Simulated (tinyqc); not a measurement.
Slow cooling against a quench: self-consistent Fermi level with native defects, at growth and after a quench. Computed by tinyqc, a small Python program. Command: `OMP_NUM_THREADS=1 python tinyqc.py 3030148 3030149 out.jsonl scfermi walk`. One thread of a shared host (Intel(R) Xeon(R) Processor @ 2.30GHz), about 0.07 s of CPU time with the checks.

Energies are counted from the top of the valence band (VBM); when the gap shrinks with temperature the conduction band moves and the levels stay. D and A draw on one reservoir with opposite signs, as the two vacancies of a compound do.

Inputs (values chosen for the exercise, with bands modelled on GaAs):

| quantity | value | unit |
|---|---|---|
| gap E_g at 300 K | 1.41 | eV |
| slope -dE_g/dT above 300 K | 0.00039 | eV/K |
| electron mass m_e | 0.0683 | m_0 |
| valleys M_c | 1 | - |
| hole mass m_h | 0.531 | m_0 |
| E_f of the neutral native donor D | 0.7639 | eV |
| E_f of the neutral native acceptor A | 1.142 | eV |
| shift s of the chemical potential | -0.15 | eV |
| site density N_s | 1.6e+22 | cm^-3 |
| growth temperature T_g | 909 | K |
| temperature of use T | 400 | K |

Added shallow dopant: none.

levels of D above the VBM, most positive state first (eV): 0.568  0.625

levels of A above the VBM, (0/-1) first (eV): 0.299  0.348

Constants: m_0 = 9.1093837015e-31 kg; k_B = 1.380649e-23 J/K; h = 6.62607015e-34 J s; k_B = 8.617333262e-05 eV/K.

Method:
- E_f(D, 0) = input + s and E_f(A, 0) = input - s; E_f(q, E_F = 0) follows from the levels, eps(q/q-1) = E_f(q - 1) - E_f(q) at E_F = 0.
- E_g(T) = E_g - slope x max(0, T - 300 K).
- N_c = 2 M_c (2 pi m_e k_B T/h^2)^(3/2) and N_v = 2 (2 pi m_h k_B T/h^2)^(3/2), masses in units of m_0.
- At growth T = T_g.
- n = N_c F_1/2((E_F - E_g)/k_B T), p = N_v F_1/2(-E_F/k_B T).
- F_1/2(eta) = (2/sqrt(pi)) int_0^infinity sqrt(x)/(1 + exp(x - eta)) dx, by the trapezoid rule in t = sqrt(x) with step 0.02 up to t = 12 (for eta < -12 by exp(eta) - exp(2 eta)/2^(3/2)).
- In equilibrium c_q = N_s exp(-(E_f(q, 0) + q E_F)/k_B T).
- Net charge = p - n + sum q c_q; the log ratio is ln(positive charge/negative charge).
- E_F is the root of the log ratio, by 50 bisections between -0.5 eV and E_g + 0.5 eV.
- After a quench the totals of D and A stay as grown, and each is shared among its charge states with weights exp(-(E_f(q, 0) + q E_F)/k_B T).
- Each E_F by bisection; full equilibrium lets the defects form and vanish at every T.

E_f(q, E_F = 0) (eV): D(+2) -0.5791, D(+1) -0.0111, D(0) 0.6139, A(0) 1.2920, A(-1) 1.5910, A(-2) 1.9390

total D = 1.29205e+19 cm^-3

total A = 4.24449e+18 cm^-3

Two histories (densities in cm^-3):

| T (K) | E_F, equilibrium (eV) | n | p | all defects | E_F, frozen (eV) | n, frozen | p, frozen |
|---|---|---|---|---|---|---|---|
| 810 | 0.64554 | 6.0163e+14 | 4.1468e+15 | 6.3338e+18 | 0.64112 | 5.6471e+14 | 4.4179e+15 |
| 710 | 0.64501 | 8.2666e+13 | 9.3311e+14 | 1.7513e+18 | 0.63631 | 7.1702e+13 | 1.0758e+15 |
| 600 | 0.64454 | 4.5281e+12 | 1.0589e+14 | 2.6122e+17 | 0.63125 | 3.5020e+12 | 1.3692e+14 |
| 500 | 0.64429 | 1.1276e+11 | 6.6963e+12 | 2.2599e+16 | 0.62689 | 7.5300e+10 | 1.0028e+13 |
| 400 | 0.64434 | 4.8211e+08 | 1.1383e+11 | 5.8360e+14 | 0.62283 | 2.5827e+08 | 2.1248e+11 |

What does the comparison show, and why?

At 400 K equilibrium would leave 5.84e14 defects per cm^3 against 1.72e19 frozen in, and E_F differs by -0.022 eV. The majority density of the quenched sample is 1.9 times the equilibrium one. Real samples lie between, set by the temperature at which diffusion stops.
